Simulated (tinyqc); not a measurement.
Adding atomic layers: valley splitting of a silicon quantum well in envelope theory.

The well lies at 0 < z < L; U(z) = V0 [1/(1 + exp(z/w)) + 1/(1 + exp((L - z)/w))] - e F z, 1 mV/nm = 1e-4 eV/angstrom. The envelope psi solves -(c/ml) psi'' + U psi = E psi, c = hbar^2/2m0, by three-point differences on a grid of 0.1 angstrom from -40 to L + 40 angstrom. The two valleys at +/- k0 couple through D = C0 times the integral of exp(-i q z) U(z) psi^2, q = 2 k0 (2 pi/a), and split by Ev = 2|D|.

Constants: hbar^2/2m0 = 3.80998211 eV angstrom^2.

Values chosen for the exercise (near those of a strained Si well in SiGe; not measured data):
- V0 = 0.15 eV (conduction offset)
- ml = 0.927 m0 (mass along z)
- F = 2.6 mV/nm (field pressing towards the upper interface)
- k0 = 0.838 2 pi/a (valley position)
- a = 5.431 angstrom (lattice constant)
- C0 = 0.268 (Bloch overlap factor)
- Ls = (98, 99.4, 100.7, 102.1, 103.4, 104.8, 106.1, 107.5) angstrom (widths in steps of one atomic layer, a/4, rounded to the grid)
- F2 = 0.5 mV/nm (second field, zero or weak)
- w1 = 0.8 angstrom (interface width for this table)

The smooth splitting Ev = 2|D| with w = w1, at the field F2 and at F.

Results:
```
L (angstrom)  q L mod 2 pi  Ev at F2 (micro-eV)  Ev at F (micro-eV)
98.0                  1.52                 1.11                5.42
99.4                  4.24                 2.54                5.59
100.7                 0.48                 1.83                5.48
102.1                 3.19                 1.78                5.47
103.4                 5.71                 2.32                5.53
104.8                 2.14                 1.08                5.41
106.1                 4.66                 2.29                5.51
107.5                 1.10                 1.26                5.42
```

What does the comparison show, and why?

At F2 the splitting swings between 1.08 and 2.54 micro-eV, a ratio of 2.35, as the two interfaces add with the phase q L, which advances on average by 2.63 rad a layer. At F the ratio is 1.03, where in the first row psi^2 at the upper interface is 47.9 times that at the lower one: one interface dominates and the interference fades.

Program tinyqc; command `OMP_NUM_THREADS=1 python tinyqc.py 1252240 1252241 out.jsonl`; about 0.2 s on one thread of a shared Intel(R) Xeon(R) Processor @ 2.30GHz.
